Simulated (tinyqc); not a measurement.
Worked calculation: donor level screened by free carriers (Yukawa potential). Values are carried at full precision from step to step, so a last printed digit may differ when a step is redone from the rounded ones.

Screening wave number: Debye ks^2 = 4 pi q n/(eps kB T); Thomas-Fermi ks^2 = 6 pi q n/(eps EF) with EF = c (3 pi^2 n/gv)^(2/3)/m, c = hbar^2/2m0; the two are joined by 1/ks^2 = sqrt(1/ks_D^4 + 1/ks_TF^4). 1e18/cm^3 = 1e-6/angstrom^3, q = e^2/(4 pi eps0).

Constants: e^2/(4 pi eps0) = 14.39964547 eV angstrom; kB = 8.617333262e-05 eV/K; hbar^2/2m0 = 3.80998211 eV angstrom^2; Ry = 13.60569312 eV; a0 (Bohr radius) = 0.5291772105 angstrom.

Values chosen for the exercise (near those of a donor in GaN, with one mean mass; not measured data): m = 0.209 m0 (mass); eps = 9.3 (dielectric constant); gv = 1 (valleys); T = 200 K (temperature); n = 0.34 x 1e18/cm^3 (free-carrier density).

## Units and screening length

Give Ry* = Ry m/eps^2, a* = a0 eps/m, EF, the three values of ks, and x = ks a*.

Ry* = 32.878 meV
a* = 23.55 angstrom
EF = 8.50 meV

ks: Debye, Thomas-Fermi, joined (1/angstrom): 0.01959  0.03417  0.01910

x = 0.4496

EF/kB T = 0.49, so the Debye value, the smaller one, controls the screening.

## One-parameter trial function

Potential -(q/(eps r)) exp(-ks r), q = e^2/(4 pi eps0). In units Ry* = Ry m/eps^2 and a* = a0 eps/m the problem is [-Laplacian - 2 exp(-x r)/r] psi = E psi with x = ks a*.

For exp(-z r): E(z) = z^2 - 8 z^3/(2z + x)^2 in Ry*. Scan z = 0.5, 0.6, ..., 1.1, then minimise; first order gives -1 + 2x.

Scan (Ry*):
```
z,kinetic,potential,E
0.5,0.2500,-0.4759,-0.2259
0.6,0.3600,-0.6350,-0.2750
0.7,0.4900,-0.8021,-0.3121
0.8,0.6400,-0.9750,-0.3350
0.9,0.8100,-1.1524,-0.3424
1.0,1.0000,-1.3332,-0.3332
1.1,1.2100,-1.5167,-0.3067
```

best z = 0.895
E = -0.3424 Ry*
binding = 11.26 meV

First order in x would give -0.101 Ry*, a rigid shift by q ks/eps; it overstates the loss of binding by 0.242 Ry*.

## Converged levels

Converged values use 18 functions exp(-z r), z = 1.55^i, i = -11 to 6: S = 2/A^3, H = z_i z_j S - 2/(A + x)^2, A = z_i + z_j.

The 1s and 2s levels and the mean radius.

1s = -0.3447 Ry*
binding = 11.33 meV
<r> = 41.1 angstrom
second root = 0.0000 Ry*

The trial function misses by 0.0023 Ry*. Screening leaves 34 % of the bare binding, 0.66 kB T. 2s is no longer bound (it unbinds at x = 0.310).

## Checks

- 1s at x = 0.5 against the known -0.29623 Ry*: both -0.29623.
- 1s at x = 0 against -1: both -1.00000.

tinyqc: `OMP_NUM_THREADS=1 python tinyqc.py 1250196 1250197 out.jsonl`; about 0.01 s, one thread, shared Intel(R) Xeon(R) Processor @ 2.30GHz.
